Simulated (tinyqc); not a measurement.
Inside a calculation. Model: bandgap voltage reference from two bipolar transistors.

tinyqc, about 0.02 s, one thread, Intel Xeon 2.30GHz (shared host): `OMP_NUM_THREADS=1 python tinyqc.py 2062013 2062014 out.jsonl` Printed values are rounded.

Two transistors of area 1 and N carry the same current I. Is(T) = Is (T/T0)^eta exp[(Vg0 q/kB)(1/T0 - 1/T)], VBE1 = Vt ln(I/Is(T)) + I rb, VBE2 = Vt ln(I/(N Is(T))) + I rb/N. The amplifier forces I R1(T) = VBE1 - VBE2 + Vos, with R(T) = R (1 + tc (T - T0)) for both resistors, and the output is Vref = VBE1 + I R2(T). Base currents and the Early effect are neglected.

Parameters, values chosen for the exercise; values of the order met in silicon bipolar transistors: reference temperature T0 = 298 K; band-gap voltage extrapolated to 0 K Vg0 = 1.145 V; temperature exponent of the saturation current eta = 4.3; saturation current of the unit transistor at T0 Is = 1.1e-18 A; area ratio of the second transistor N = 8; resistor across which the difference of VBE falls, at T0 R1 = 5 kohm; temperature coefficient of both resistors tc = -200 ppm/K; offset of the amplifier Vos = 2.8 mV; series resistance of the unit transistor rb = 34 ohm; output resistor at T0 R2 = 43.63 kohm; temperature T = 333 K.

Constants: q = 1.602176634e-19 C, kB = 1.380649e-23 J/K. Results are converted to the units shown.

## Operating point at the reference temperature

Vt = kB T/q; I = (Vt ln N + Vos)/(R1(T) - rb (1 - 1/N)). Evaluate at T = T0.

Vt = 0.02567965 V
I = 11.30715 uA
Is(T) = 1.1e-18 A
VBE1 = 0.7697763 V
I R2 = 0.4933307 V
Vref = 1.263107 V

## Operating point at another temperature

Vt = kB T/q; I = (Vt ln N + Vos)/(R1(T) - rb (1 - 1/N)).

Vt = 0.02869572 V
I = 12.65814 uA
Is(T) = 1.923332e-16 A
VBE1 = 0.7152434 V
I R2 = 0.5484086 V
Vref = 1.263652 V

From T0 to T, VBE1 changes by -54.5 mV and I R2 by 55.1 mV, which leaves 0.545 mV in Vref.

## Resistor for zero slope at T0, ideal case

With tc = 0, Vos = 0 and rb = 0 the current is proportional to T, dVBE/dT = (VBE - Vg0 - (eta - 1) Vt)/T, and Vref has zero slope at T0 when Vref = Vg0 + (eta - 1) Vt0. Find VBE1, its slope, that Vref, R2/R1 and the curvature d2Vref/dT2 = -(eta - 1) kB/(q T0).

VBE1 = 0.7679262 V
dVBE/dT = -1.549720 mV/K
Vref = 1.229743 V
R2/R1 = 8.648360
curvature = -0.9542684 uV/K^2
